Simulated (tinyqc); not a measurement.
Inside a calculation. Method: tight binding, kagome lattice. One step of it, computed by the program tinyqc.

Task: Levels at K. Diagonalise the Hermitian matrix.

H(k) at K (eV), order A, B, C:
```
[[0.000000, -1.075000+1.376980i, -1.075000-1.376980i],
 [-1.075000-1.376980i, 0.000000, -1.075000+1.376980i],
 [-1.075000+1.376980i, -1.075000-1.376980i, 0.000000]]
```

Give: eigenvalues; weights |c|^2 of the basis functions.

Result:

eigenvalues (eV): [-2.1500, -1.3100, 3.4600]

weights |c|^2 of the basis functions, order A, B, C:
```
[[0.3333, 0.3333, 0.3333],
 [0.3333, 0.3333, 0.3333],
 [0.3333, 0.3333, 0.3333]]
```
